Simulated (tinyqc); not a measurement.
Plane-wave Kohn-Sham cycle with exchange-only LDA in a layered model solid, step by step. One step of it, computed by the program tinyqc.

Problem. Iteration 2: Hamiltonian at one k. H(m,m') = (k + G_m)^2/2 delta + V(G_m - G_m'), with V(-G) = V(G).

A solid whose potential varies along x alone (atomic units):
```
parameter                      value
period a                   11.200000
cross-section of the cell  34.000000
electrons per cell                 2
grid points                       16
plane waves -n..n, n               2
k points                           1
V1 in V1 cos(2 pi x/a)     -0.290000
```

V(G_m), m = 0, 1, 2, ... (hartree): -0.170945  -0.133785  -0.000028  -0.000140  0.000003

k = 0.000000 2 pi / a

Give: H.

Solution.

H (hartree), lower triangle:
```
         -2       -1       +0       +1      +2
-2   0.4585
-1  -0.1338  -0.0136
+0   0.0000  -0.1338  -0.1709
+1  -0.0001   0.0000  -0.1338  -0.0136
+2   0.0000  -0.0001   0.0000  -0.1338  0.4585
```
